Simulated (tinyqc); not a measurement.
Inside a calculation. Model: capacitance measurement on a leaky thin oxide: effects of series resistance and leakage.

tinyqc, about 0.01 s, one thread, Intel Xeon 2.30GHz (shared host): `OMP_NUM_THREADS=1 python tinyqc.py 2022104 2022105 out.jsonl` Printed values are rounded.

The device is a capacitance C in parallel with a leakage conductance G, in series with Rs and Ls. An impedance meter reports either a parallel pair (Cp, Gp) from Y = 1/Z = Gp + i w Cp or a series pair (Cs, Rm) from Z = Rm + 1/(i w Cs); w = 2 pi f, dissipation D = Gp/(w |Cp|).

Parameters, values chosen for the exercise; values of the order met in thin-oxide MOS capacitors: relative permittivity of the gate insulator (close to zirconium oxide) eox = 24.9; insulator thickness tox = 3.6 nm; gate area A = 100 um^2; oxide-equivalent thickness added by the accumulation layer zc = 0.57 nm; oxide-equivalent thickness added by gate depletion zp = 0 nm; gate leakage current density, not matched to the thickness Jg = 0.0064 A/cm^2; voltage for an e-fold rise of the leakage Vs = 0.33 V; series resistance Rs = 5.5 ohm; series inductance Ls = 0 nH; measuring frequency f = 1e5 Hz.

Constants: eps0 = 8.8541878128e-14 F/cm where lengths are in cm. Results are converted to the units shown.

## True capacitance and conductance

EOT = 3.9 tox/eox; CET = EOT + zc + zp; C = 3.9 eps0 A/CET; G = Jg A/Vs.

EOT = 0.563855 nm
CET = 1.13386 nm
C = 3.04548 pF
G = 0.0193939 uS

## What the meter reports

Z = Rs + i w Ls + 1/(G + i w C).

Z = (0.05302-5.22540i) x 1e5 ohm
Cp = 3.04548 pF
Gp = 0.0194141 uS
Cs = 3.04579 pF
D = 0.0101457

Cp is within 0.01 % of C and Cs is 0.010 % above it; G Rs = 1.07e-7, w C Rs = 1.05e-5 and G/(w C) = 0.0101.
